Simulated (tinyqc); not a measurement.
Interstitial-substitutional diffusion of a fast metal impurity in a wafer (kick-out and dissociative mechanisms): one step, computed by the program tinyqc. Command: `OMP_NUM_THREADS=1 python tinyqc.py 3028112 3028113 out.jsonl kickout walk`. One thread of a shared host (Intel(R) Xeon(R) Processor @ 2.30GHz), about 0.3 s of CPU time with the checks.

The metal moves as an interstitial A_i and dissolves on lattice sites either by kicking out a self-interstitial (A_i = A_s + I) or by filling a vacancy (A_i + V = A_s). With A_i at its solubility, local equilibrium and c = C_s/C_s*, self-interstitials and vacancies obey C_I/C_I* = 1/c and C_V/C_V* = c.

Problem. Diffusivity against concentration. In defect-free silicon dc/dt = d/dx [(D_K/c^2 + D_F) dc/dx], c = 1 at both faces. D_K = D_I C_I*/C_s* and D_F = D_V C_V*/C_s*. The two terms are equal at c* = sqrt(D_K/D_F). Take c = 1, 0.5, 0.2, 0.1, 0.03 and 0.01.

Inputs (values chosen for the exercise, loosely like those of a heavy transition metal in silicon): temperature T = 950 C.

D_K = 1.209681e-10 cm^2/s

D_F = 1.153640e-10 cm^2/s

Give: c*; Effective diffusivity (cm^2/s).

Solution.

c* = 1.024

Effective diffusivity (cm^2/s):

| c | kick-out term | total |
|---|---|---|
| 1.00 | 1.210e-10 | 2.363e-10 |
| 0.50 | 4.839e-10 | 5.992e-10 |
| 0.20 | 3.024e-09 | 3.140e-09 |
| 0.10 | 1.210e-08 | 1.221e-08 |
| 0.03 | 1.344e-07 | 1.345e-07 |
| 0.01 | 1.210e-06 | 1.210e-06 |
